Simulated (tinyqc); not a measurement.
## Absorption coefficient and reflectance from two thicknesses

Question. With transparent contact layers the responsivity is (1 - Rf)(1 - exp(-al wi)) q lam/(h c). The second absorber is twice as thick as the first. Find al and Rf.

Parameters, values chosen for the exercise:
- lam = 1550 nm (wavelength)

Constants: q = 1.602176634e-19 C, h = 6.62607015e-34 J s, c = 299792458 m/s. Results are converted to the units shown.

responsivity for wi = 1.6 and 3.2 um (A/W): 0.58866515  0.78135030

Solution. The ratio of the responsivities is 1 + exp(-al w1), which gives al; either value then gives 1 - Rf.

al = 6980 1/cm
Rf = 0.3000

Computed by the program tinyqc: `OMP_NUM_THREADS=1 python tinyqc.py 2250121 2250122 out.jsonl`, one thread of a shared Intel Xeon 2.30GHz, about 0.01 s for the whole run.
